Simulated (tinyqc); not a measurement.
Inside a calculation. Model: strained alloy layer of InAs and GaAs on (001) InP, model-solid band line-up.

Numbers from tinyqc (`OMP_NUM_THREADS=1 python tinyqc.py 2690156 2690157 out.jsonl`; about 0.01 s on one thread of a shared Intel Xeon 2.30GHz). Printed values are rounded.

The layer is x parts of the first compound and 1 - x of the second, grown coherently on the third as substrate and barrier. Rows of the table: lattice constant a, average valence level Ea on an absolute scale, spin-orbit splitting so, gaps at Gamma, X and L, hydrostatic deformation potentials av and ac (Gamma), shear potential b, elastic constants, electron and heavy-hole (along z) masses. All are interpolated linearly in x; gaps get -C x (1 - x), taken wholly in the conduction band; real line-ups can differ from this model by 0.1 eV or more.

Parameters, values chosen for the exercise:
```
symbol  value  unit                                      meaning
x        0.55        fraction of the first compound in the layer
CG      0.477    eV                      bowing of the Gamma gap
CX        1.4    eV                          bowing of the X gap
CL       0.33    eV                          bowing of the L gap
Lw        4.8    nm                              layer thickness
```

Constants: q = 1.602176634e-19 C, hbar = 1.054571817e-34 J s, h = 6.62607015e-34 J s, m0 = 9.1093837015e-31 kg, c = 299792458 m/s, hbar^2/(2 m0) = 0.0380998212 eV nm^2. Results are converted to the units shown.

## Relaxed alloy and strain

Binary compounds, values chosen for the exercise:
```
              close to InAs  close to GaAs  close to InP
a (angstrom)          6.058          5.653         5.869
Ea (eV)               -6.67          -6.92         -7.04
so (eV)               0.376          0.337         0.111
EG (eV)               0.358           1.44          1.35
EX (eV)                1.36           1.91           2.2
EL (eV)                1.07            1.7           1.9
av (eV)                   1           1.16          1.28
ac (eV)               -5.09          -7.16         -5.07
b (eV)                -1.79           -1.7         -1.72
c11 (GPa)              83.5            120           101
c12 (GPa)              44.9           54.3          56.5
me (m0)              0.0231         0.0676        0.0799
mh (m0)               0.326          0.352          0.53
```

In-plane strain e = (a_substrate - a)/a, e_z = -2 (c12/c11) e, volume change 2 e + e_z.

a = 5.87575 angstrom
Gamma gap = 0.726842 eV
X gap = 1.261 eV
L gap = 1.27182 eV
e = -0.114879 %
e_z = 0.112965 %
volume change = -0.116793 %

The relaxed alloy has its lowest gap at Gamma (direct). The layer is under compressive in-plane strain.

## Band edges and offsets

In-plane strain e = (a_substrate - a)/a, e_z = -2 (c12/c11) e, volume change 2 e + e_z. With v = 2 e + e_z and d = 2 b (e_z - e): Eav = Ea + av v; E_hh = Eav + so/3 - d/2; E_lh = Eav - so/6 + d/4 + sqrt(so^2 + so d + 9 d^2/4)/2; E_c = Ea + so/3 + EG + ac v (Gamma). Substrate: E_v = Ea + so/3, E_c = E_v + EG. Well depths: dEc = E_c(substrate) - E_c, dEhh = E_hh - E_v(substrate), dElh likewise; strained Gamma gap E_c - max(E_hh, E_lh); positive values confine carriers in the layer.

d = -0.00797225 eV
E_hh = -6.66028 eV
E_lh = -6.66817 eV
E_c = -5.92914 eV
strained Gamma gap = 0.731141 eV
dEc = 0.276141 eV
dEhh = 0.342717 eV
dElh = 0.334835 eV

The heavy-hole band lies on top, by 7.88 meV. At Gamma the line-up is type I, both carriers held in the layer.

## Critical thickness

In-plane strain e = (a_substrate - a)/a. Matthews-Blakeslee for 60-degree dislocations in a single layer: hc = k (ln(hc/bv) + 1), k = bv (1 - nu/4)/(4 pi |e| (1 + nu)), nu = c12/(c11 + c12), bv = a/sqrt(2); the larger root.

nu = 0.329610
bv = 0.415478 nm
hc = 134.691 nm

The layer, Lw = 4.8 nm, is thinner than hc, so it stays coherent by this criterion.

## Electron to heavy-hole transition of the well

Lowest level of a finite well of width Lw and depth V: kw Lw/2 = arctan(sqrt((mw/mb)(V - E)/E)), kw = sqrt(mw E/C), C = hbar^2/(2 m0), for electrons (dEc) and heavy holes (dEhh), mb from the substrate; transition E_c - E_hh + both levels, without exciton binding; wavelength h c/E.

electron mass in the layer = 0.0431250 m0
heavy-hole mass in the layer = 0.3377 m0
electron level = 95.6853 meV
heavy-hole level = 28.6372 meV
transition energy = 0.855464 eV
wavelength = 1449.32 nm
